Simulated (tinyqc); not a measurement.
What each parameter does: Wannier functions of a composite (isolated) pair of valence bands (bonds of an sp chain).

Each atom has a hybrid pointing left (<) and right (>). H(k): diagonal +V3 on A, -V3 on B; <A<|A>> = -V1a, <B<|B>> = -V1b, <A>|B<> = -V2, <B>|A<> = -V2p exp(ik); k in 1/a, Bloch sums with exp(ikR). The two lowest bands are filled. Trial functions in cell 0: g1 = cos(c) A> + sin(c) B<, and g2 = sin(c) B> + cos(c) A< of cell 1, whose Bloch vector has cos(c) exp(-ik) on A<. Projection A_mn = <psi_m|g_n>, S = A^+ A, Loewdin U = A S^(-1/2), Bloch-like states w_n = sum_m psi_m U_mn, H_W(k) = U^+ diag(E) U. P = sum_m |psi_m><psi_m| is free of phase choices, and S = g^+ P g, w = P g S^(-1/2).

Inputs chosen for the exercise:
- V2 = 3.51 eV (coupling in the bond A-B inside the cell)
- V2p = 2.9 eV (coupling in the bond to the next cell)
- V1a = 0.89 eV (coupling of the two hybrids on A)
- V1b = 1.55 eV (the same on B)
- V3 = 0 eV (A at +V3, B at -V3)
- c = 55 degrees (trial bonds cos(c) on A, sin(c) on B)
- xb = 0.53 a (position of B (A at 0))

N = 12: centres, total spread (point-like hybrids at R and R + xb) and H_12(0).

One parameter was then changed.

Results before and after:
```
case     centre 1 (a)  centre 2 (a)  total spread (a^2)  H_12(0) (eV)
base           0.2696        0.7604              0.1364       -0.7648
changed        0.2946        0.7854              0.1391       -0.7648
```

Which of these changes was made? (a) V2p = 3.3 eV; (b) V3 = 0.4 eV; (c) V1a = 1.09 eV; (d) V1b = 1.75 eV; (e) xb = 0.58 a; (f) V2 = 3.91 eV.

Answer: (e) xb = 0.58 a. Of the candidates, run in turn, only this one gives the changed row.

All candidates:
```
case           centre 1 (a)  centre 2 (a)  total spread (a^2)  H_12(0) (eV)
base                 0.2696        0.7604              0.1364       -0.7648
V2 = 3.91 eV         0.2691        0.7609              0.1350       -0.7658
V2p = 3.3 eV         0.2691        0.7609              0.1350       -0.7660
V1a = 1.09 eV        0.2685        0.7615              0.1384       -0.7596
V1b = 1.75 eV        0.2715        0.7585              0.1386       -0.8634
V3 = 0.4 eV          0.2970        0.7301              0.1344       -0.8581
xb = 0.58 a          0.2946        0.7854              0.1391       -0.7648
```

Program tinyqc; command `OMP_NUM_THREADS=1 python tinyqc.py 1482402 1482403 out.jsonl`; about 0.2 s on one thread of a shared Intel(R) Xeon(R) Processor @ 2.30GHz.
